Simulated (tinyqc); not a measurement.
CMOS latch-up, two-transistor model: one step of the calculation.

A parasitic pnp (emitter at Vdd, base shunted by Rw) and npn (emitter at ground, base shunted by Rs) feed each other: the npn collector current flows out of the pnp base node, the pnp collector current into the npn base node. Forward-active transistors with constant gains: Icn = Isn exp(Vn/Vt), Icp = Isp (exp(Vp/Vt) - 1). A current Ii is injected into the npn base node.

Question. The off branch. Node equations: Vp/Rw + Icp/bp = Icn and Vn/Rs + Icn/bn = Icp + Ii. Loop gain G = gn gp/[(1/Rw + gp/bp)(1/Rs + gn/bn)], gn = Icn/Vt, gp = (Icp + Isp)/Vt; the off state ends where G = 1, and Ii there is the trigger current. For each Vn: Icn, then Vp from the first equation, then Ii from the second.

Parameters, values chosen for the exercise; values close to those of bulk CMOS:
```
symbol,value,unit,meaning
T,250,K,temperature
bn,20.4,,current gain of the npn
bp,0.6,,current gain of the pnp
Isn,8.3e-19,A,saturation current of the npn at T
Isp,1.6e-19,A,saturation current of the pnp at T
Rs,230,ohm,substrate resistance shunting the npn
Rw,3700,ohm,well resistance shunting the pnp
Ii,2.52,mA,current injected into the substrate
```

Constants: q = 1.602176634e-19 C, kB = 1.380649e-23 J/K, Vt = kB T/q. Results are converted to the units shown.

| point | Vn (V) |
|---|---|
| 0 | 0.515 |
| 1 | 0.595 |
| 2 | 0.645 |
| 3 | 0.675 |
| 4 | 0.695 |
| 5 | 0.715 |
| 6 | 0.73 |
| 7 | 0.745 |

Give: Icn; Vp; Icp; Ii; G.

Answer.

| point | Icn (mA) | Vp (V) | Icp (mA) | Ii (mA) | G |
|---|---|---|---|---|---|
| 0 | 2.000e-5 | 7.400e-5 | 5.505e-19 | 2.239 | 5.888e-18 |
| 1 | 8.199e-4 | 0.003034 | 2.419e-17 | 2.587 | 2.768e-16 |
| 2 | 0.008350 | 0.03090 | 5.114e-16 | 2.805 | 1.023e-14 |
| 3 | 0.03361 | 0.1244 | 5.126e-14 | 2.936 | 3.114e-12 |
| 4 | 0.08505 | 0.3147 | 3.529e-10 | 3.026 | 5.269e-8 |
| 5 | 0.2152 | 0.6950 | 0.01641 | 3.103 | 1.022 |
| 6 | 0.4317 | 0.7410 | 0.1389 | 3.056 | 2.201 |
| 7 | 0.8662 | 0.7636 | 0.3959 | 2.886 | 3.784 |

Ii peaks at 3.103 mA, at Vn = 0.7148 V where G = 1; beyond it the loop feeds itself.

Program tinyqc, `OMP_NUM_THREADS=1 python tinyqc.py 2670043 2670044 out.jsonl`; Intel Xeon 2.30GHz, shared host, one thread, about 0.04 s.
